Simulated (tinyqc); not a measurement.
Sheet resistance and Hall data of a diffused or implanted layer. From one set of inputs to another, one input at a time. Computed by tinyqc, a small Python program. Command: `OMP_NUM_THREADS=1 python tinyqc.py 3012089 3012090 out.jsonl layer ladder`. One thread of a shared host (Intel(R) Xeon(R) Processor @ 2.30GHz), about 0.01 s of CPU time with the checks.

Carriers are taken equal to the net active doping down to the junction (full ionisation, which deep dopants in wide-gap hosts do not reach; no spill-over, no depletion), and the Hall factor is 1.

The inputs printed are set A. Set A is modelled on phosphorus in silicon; the values taken over come from a set modelled on aluminium in 4H-SiC. Inputs not listed in the table keep their values of set A, so the rows need not describe a real material.

Inputs (values chosen for the exercise, modelled on phosphorus in silicon):
```
quantity                                 value        unit
mu_min                                    66.5  cm^2/(V s)
mu_max                                    1380  cm^2/(V s)
N_ref                                  9.1e+16      1/cm^3
exponent alpha                             0.7           -
peak concentration N_0                 4.8e+20      1/cm^3
length scale l                              23          nm
background doping N_B (opposite type)  4.4e+14      1/cm^3
solubility limit N_s                   3.2e+20      1/cm^3
```

Profile: box. Activation: limited by solubility.

Constants: e = 1.602176634e-19 C.

Method:
- N(x) = N_0 down to x_j = l, dose N_0 l.
- Mobility mu = mu_min + (mu_max - mu_min)/(1 + (N_t/N_ref)^alpha), N_t = active doping + N_B; carriers n = active doping - N_B, active doping min(N, N_s).
- Integrals from x_0 (0 unless stated) to x_j by the midpoint rule on 400 even intervals: 1/R_s = e int n mu dx; sheet density n_s = int n dx; Hall sheet density (int n mu dx)^2/int n mu^2 dx; Hall mobility int n mu^2 dx/int n mu dx.
- Mean conductivity 1/(R_s x_j); mean mobility 1/(e n_s R_s).

Each row keeps all changes above it:
```
input moved                                        from       to  sheet resistance R_s (ohm)  junction depth x_j (nm)  mean conductivity 1/(R_s x_j) (S/cm)
set A                                                 -        -                      119.76                       23                                3630.5
peak concentration N_0 (1/cm^3)                 4.8e+20  1.3e+20                      279.90                       23                                1553.3
N_ref (1/cm^3)                                  9.1e+16  1.9e+19                       61.81                       23                                7034.4
solubility limit N_s (1/cm^3)                   3.2e+20  1.1e+20                       67.82                       23                                6411.0
length scale l (nm)                                  23      290                        5.38                      290                                6411.0
background doping N_B (opposite type) (1/cm^3)  4.4e+14  4.2e+16                        5.38                      290                                6407.5
mu_max (cm^2/(V s))                                1380      125                       24.55                      290                                1404.7
mu_min (cm^2/(V s))                                66.5     16.6                       47.59                      290                                 724.6
```

Where does the difference come from?

Sheet resistance R_s goes from 120 to 47.6, a factor 0.397 in all. The largest single move comes from length scale l (a factor 0.0793), and mu_max works against it (a factor 4.56). Junction depth x_j goes from 23.0 to 290, a factor 12.6 in all. The largest single move comes from length scale l (a factor 12.6). Mean conductivity 1/(R_s x_j) goes from 3630 to 725, a factor 0.200 in all. The largest single move comes from mu_max (a factor 0.219), and N_ref works against it (a factor 4.53). The single moves hold for this order of the switches; the total does not depend on the order.

Extremes, crossings and ranges named in words are read from the listed rows.
